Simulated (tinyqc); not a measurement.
# Input admittance of a MOSFET at zero drain bias: distributed channel and distributed gate: two studies

Source and drain grounded, strong inversion, w = 2 pi f, Cox = eps0 eox/tox. The channel is an RC line of resistance 1/(mu Cox Vo) per square fed from both ends, so one finger has the intrinsic admittance y = i w Cox L tanh(g)/g per width, g = (1/2) sqrt(i w tau), tau = L^2/(mu Vo). The vertical resistance rv/L is in series with y, the overlaps 2 i w Cov in parallel: y_t = 1/(1/y + rv/L) + 2 i w Cov. The gate strip is a line of Rsh/L per length loaded by y_t, so a finger has Y = y_t Wf tanh(k)/k, k = (Wf/sd) sqrt(y_t Rsh/L); the device has Nf Y.

Values chosen for this exercise; values of the order met in silicon radio-frequency transistors:
- eox = 3.9 (relative permittivity of the gate insulator (close to silicon dioxide))
- tox = 2.1 nm (insulator thickness)
- L = 0.08 um (channel length)
- Wf = 0.85 um (finger width)
- Nf = 32 (number of fingers)
- mu = 100 cm^2/(V s) (channel mobility)
- Vo = 0.39 V (gate overdrive)
- Rsh = 18 ohm/square (sheet resistance of the gate)
- rv = 0 ohm um^2 (vertical resistivity of the gate stack)
- sd = 1 (number of ends at which a finger is contacted)
- Cov = 0.21 fF/um (overlap and fringe capacitance on each side)
- f = 38 GHz (frequency)

Constants: eps0 = 8.8541878128e-14 F/cm where lengths are in cm. Results are converted to the units shown.

Each table varies one quantity; the others keep the values above.

## Input impedance against frequency

Low-frequency limits, with c = Cox L and ct = c + 2 Cov: R_strip = Rsh Wf/(3 sd^2 L Nf), R_ch = (c/ct)^2 L/(12 mu Cox Vo Wf Nf), R_vert = (c/ct)^2 rv/(L Wf Nf), C = ct Wf Nf. Z = 1/(Nf Y) = R + 1/(i w C), Q = |Im Z|/R, far-point signal |1/cosh k|.

The same in every row: low-frequency R (ohm) = 4.1881.

Input impedance against frequency:
```
f (GHz),w tau,|k|,R (ohm),C (fF),Q,signal at the far point
0.4,0.0041243,0.026628,4.1881,47.205,2012.6,1.0000
0.9,0.0092798,0.039942,4.1881,47.205,894.49,1.0000
2,0.020622,0.059542,4.1881,47.205,402.52,1.0000
5,0.051554,0.094144,4.1881,47.205,161.01,0.99998
10,0.10311,0.13314,4.1880,47.204,80.508,0.99992
20,0.20622,0.18827,4.1879,47.199,40.259,0.99966
60,0.61865,0.32586,4.1861,47.151,13.439,0.99700
100,1.0311,0.42007,4.1827,47.056,8.0862,0.99178
300,3.0933,0.71510,4.1420,45.931,2.7886,0.93630
```

Read the table: what changes, and by how much?

R falls from 4.19 to 4.14 ohm and C falls from 47.2 to 45.9 fF. Q goes as f^(-1.00) between the first two rows and f^(-0.97) between the last two, where w tau = 3.09 and |k| = 0.715. The low-frequency limits hold both R and C within 5 % up to f = 300 GHz among the rows.

## Effect of the channel length

Same model as above.

Results:
```
L (um),w tau,|k|,R (ohm),low-frequency R (ohm),C (fF),Q,signal at the far point
0.03,0.05510,0.3075,5.730,5.731,24.84,29.43,0.9991
0.058,0.2059,0.2712,4.083,4.083,37.36,27.46,0.9991
0.11,0.7408,0.2505,4.907,4.910,60.54,14.10,0.9981
0.22,2.963,0.2341,9.105,9.162,108.0,4.258,0.9940
0.8,39.18,0.1326,23.14,36.09,167.1,1.083,0.9941
1.6,156.7,0.09356,22.59,74.15,163.1,1.137,0.9971
3,551.0,0.06832,22.55,141.0,163.1,1.139,0.9985
```

Estimate the missing row, L = 0.42 um.

Computed row:
```
L (um),w tau,|k|,R (ohm),low-frequency R (ohm),C (fF),Q,signal at the far point
0.42,10.80,0.1950,17.11,18.21,168.8,1.450,0.9894
```

With this row back in the table: As L goes from 0.03 to 3, R moves up and down between 4.08 and 23.1 ohm, C goes from 24.8 through a maximum of 169 (at L = 0.42 among the rows listed) to 163 fF and Q goes from 29.4 through a minimum of 1.08 (at L = 0.8 among the rows listed) to 1.14.

Computed by the program tinyqc: `OMP_NUM_THREADS=1 python tinyqc.py 2262097 2262098 out.jsonl`, one thread of a shared Intel Xeon 2.30GHz, about 0.01 s for the whole run.
